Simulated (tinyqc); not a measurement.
Vacuum evaporation: vapour pressure, source flux, thickness distribution, purity and step coverage: one step, computed by the program tinyqc. Command: `OMP_NUM_THREADS=1 python tinyqc.py 3113203 3113204 out.jsonl evap walk`. One thread of a shared host (Intel(R) Xeon(R) Processor @ 2.30GHz), about 0.01 s of CPU time with the checks.

Molecular flow, unit sticking of the metal, no re-evaporation. The background gas is taken as water vapour (18.015 g/mol, collision diameter 0.37 nm) at 300 K.

Problem. Offset source and rotation. Rotating wafer, source offset by s and facing upwards: thickness at radius r is the mean over the angle a of (1 + (r^2 + s^2 - 2 r s cos a)/h^2)^(-(n + 3)/2), by 360 equal steps; non-uniformity (max - min)/(max + min) over 21 radii from 0 to R.

Inputs (values chosen for the exercise, modelled on germanium, with constants for the liquid):

| quantity | value | unit |
|---|---|---|
| directionality n | 1 | - |
| source-to-wafer distance h | 16 | cm |
| wafer radius R | 10 | cm |
| source offset from the axis s/h | 0.94 | - |

Give: centre thickness relative to an axial source; edge over centre, rotating; non-uniformity, rotating.

Solution.

centre thickness relative to an axial source = 0.28185

edge over centre, rotating = 1.0929

non-uniformity, rotating = 4.4409 %
